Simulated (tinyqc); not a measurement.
Composition and strain of an epitaxial Si(1-x)Ge(x) layer from Raman and X-ray peaks: one step, computed by the program tinyqc. Command: `OMP_NUM_THREADS=1 python tinyqc.py 3031221 3031222 out.jsonl epiraman walk`. One thread of a shared host (Intel(R) Xeon(R) Processor @ 2.30GHz), about 0.01 s of CPU time with the checks.

A (001) layer, biaxially strained in the plane. The Raman peaks follow empirical lines omega = w0 + c1 x + c3 x^3 + b eps (c3 for Si-Ge alone), with eps the in-plane strain.

Question. Raman peaks. Insert x and eps in the three lines; the strain part is b eps.

Inputs (values chosen for the exercise, modelled on silicon-germanium):
```
quantity                     value  unit
Ge fraction x                 0.55     -
Si-Si: w0                    520.7  1/cm
Si-Si: c1                    -69.3  1/cm
Si-Si: strain coefficient b   -753  1/cm
Si-Ge: w0                    399.9  1/cm
Si-Ge: c1                     23.9  1/cm
Si-Ge: c3                    -33.5  1/cm
Si-Ge: strain coefficient b   -558  1/cm
Ge-Ge: w0                      280  1/cm
Ge-Ge: c1                     19.3  1/cm
Ge-Ge: strain coefficient b   -445  1/cm
```

Substrate: silicon.

in-plane strain eps = -21.16366 per mille

Give: Si-Si peak; Si-Ge peak; Ge-Ge peak; strain parts.

Answer.

Si-Si peak = 498.5 1/cm

Si-Ge peak = 419.3 1/cm

Ge-Ge peak = 300.0 1/cm

strain parts (1/cm): Si-Si 15.94, Si-Ge 11.81, Ge-Ge 9.42

Read as unstrained, the Si-Si peak would give x = 0.320 in place of 0.55. Caution: strains above 2 % survive only in layers a few nanometres thick, and the linear relations lose accuracy.
